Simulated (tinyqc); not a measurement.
Metal-interlayer-semiconductor contact, depinning against tunnelling resistance: two steps of the calculation.

Zero bias, n-type semiconductor. Gap states at the semiconductor surface thin out as exp(-be ti), which unpins the barrier; electrons must then cross the interlayer (a rectangular barrier, no voltage drop across it) and the parabolic depleted layer, both by WKB. Energies E are counted from the Fermi level; no image force, parabolic bands.

Values chosen for this exercise; semiconductor values close to those of silicon; interlayer mass of the order of that in hafnium oxide, offset chosen freely:
- T = 400 K (temperature)
- Eg = 1.14 eV (band gap)
- eps_r = 11.7 (relative permittivity)
- chi = 3.9 eV (electron affinity)
- Nc = 4.31e19 cm^-3 (conduction-band density of states at T)
- mt = 0.197 m0 (tunnelling mass in the semiconductor)
- mA = 2.02 m0 (Richardson mass)
- Nd = 8.9e19 cm^-3 (donor density)
- E0 = 0.37 eV (charge-neutrality level above the valence band)
- S0 = 0.27 (pinning factor without interlayer)
- phiM = 4.17 eV (metal work function)
- ti = 1.2 nm (interlayer thickness)
- dE = 1.6 eV (conduction-band offset of the interlayer above the semiconductor)
- mi = 0.2 m0 (tunnelling mass in the interlayer)
- be = 3.1 1/nm (decay constant of gap states through the interlayer)

Constants: q = 1.602176634e-19 C, kB = 1.380649e-23 J/K, eps0 = 8.8541878128e-12 F/m, hbar = 1.054571817e-34 J s, h = 6.62607015e-34 J s, m0 = 9.1093837015e-31 kg, Vt = kB T/q, hbar^2/(2 m0) = 0.0380998212 eV nm^2. Results are converted to the units shown.

Task 1. Pinning, barrier and scales. S = 1/(1 + (1/S0 - 1) exp(-be ti)); phiB = S (phiM - chi) + (1 - S)(Eg - E0); xi = Ec - EF deep inside, from Nd = Nc F(-xi/Vt), F(x) = (2/sqrt(pi)) int_0^infinity sqrt(u) du/(1 + exp(u - x)); band bending U = phiB - xi; E00 = (hbar/2) sqrt(Nd/(eps0 eps_r mt m0)) in volts; A = 4 pi q mA m0 kB^2/h^3.

Find: S; phiB; xi; U; E00; A.

Result 1.

S = 0.93851
phiB = 0.30075 eV
xi = -0.049474 eV
U = 0.35022 eV
E00 = 0.11537 eV
A = 242.75 A/(cm^2 K^2)

Task 2. Exponents and integrand on an energy grid. With U = phiB - xi: for xi < E < phiB, y = (E - xi)/U and G1 = (U/E00) [sqrt(1 - y) - y ln((1 + sqrt(1 - y))/sqrt(y))], G1 = 0 above phiB; G2 = 2 ti sqrt(mi max(phiB + dE - E, 0)/C), C = hbar^2/(2 m0); f = 1/(1 + exp(E/Vt)); integrand exp(-G1 - G2) f.

E, point 0 to 15 (eV): -0.04  -0.01533  0.00933  0.034  0.05867  0.08333  0.108  0.13267  0.15733  0.182  0.20667  0.23133  0.256  0.28067  0.30533  0.33
phiB = 0.30074620 eV
xi = -0.049474215 eV
E00 = 0.11537090 eV

Find: G1; G2; f; integrand.

Result 2.

```
point	G1	G2	f	integrand (1e-5)
0	2.790	7.660	0.7614	2.204
1	2.342	7.612	0.6094	2.899
2	1.984	7.562	0.4327	3.093
3	1.677	7.513	0.2716	2.774
4	1.406	7.463	0.1542	2.169
5	1.165	7.413	0.08185	1.541
6	0.949	7.362	0.04176	1.026
7	0.756	7.312	0.02086	0.654
8	0.584	7.260	0.01031	0.404
9	0.432	7.209	0.005066	0.243
10	0.299	7.157	0.002483	0.144
11	0.186	7.105	0.001216	0.083
12	0.095	7.052	5.947e-4	0.047
13	0.028	6.999	2.908e-4	0.026
14	0.000	6.945	1.422e-4	0.014
15	0.000	6.892	6.953e-5	0.007
```

Range of the model: The depletion charge would drop about 0.22 V across such an interlayer (eps_r near 20) at ti = 1.2 nm and Nd = 8.9e19 cm^-3, against a band bending of 0.35 V; this model leaves that drop out.

Numbers from tinyqc (`OMP_NUM_THREADS=1 python tinyqc.py 2270015 2270016 out.jsonl`; about 0.02 s on one thread of a shared Intel Xeon 2.30GHz).
